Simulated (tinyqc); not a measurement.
Speciation in dilute and buffered hydrofluoric acid, oxide etch rate and bath loading: one step, computed by the program tinyqc. Command: `OMP_NUM_THREADS=1 python tinyqc.py 3120908 3120909 out.jsonl hfetch walk`. One thread of a shared host (Intel(R) Xeon(R) Processor @ 2.30GHz), about 0.01 s of CPU time with the checks.

Concentrations stand for activities, NH4+ and Cl- are spectators, and water ionisation is neglected. H, F and HF2 denote the ions H+, F- and HF2-. The base temperature is 298 K.

Problem. One trial. Fluoride balance: [HF] + [F] + 2 [HF2] + 2 [H2F2] = HF added + NH4F added. Acid balance: [H] + [HF] + [HF2] + 2 [H2F2] = HF added + HCl added. For a trial [H], [HF] = [H][F]/K1, and the fluoride balance is a quadratic in [F]. Take pH = 3. The residual is the left side of the acid balance less the right.

Inputs (values chosen for the exercise, of the order of those for thermal oxide at room temperature):
```
quantity,value,unit
HF added,0.26,mol/L
NH4F added,0.26,mol/L
HCl added,0,mol/L
K1 = [H][F]/[HF],0.000747,mol/L
K2 = [HF2]/([HF][F]),4.39,L/mol
K3 = [H2F2]/[HF]^2,0,L/mol
```

Give: [F]; [HF]; [HF2]; [H2F2]; residual.

Solution.

[F] = 0.13319 mol/L

[HF] = 0.17830 mol/L

[HF2] = 0.10425 mol/L

[H2F2] = 0 mol/L

residual = 0.023555 mol/L

The residual is positive: the trial holds too much acid, so the pH lies above 3.
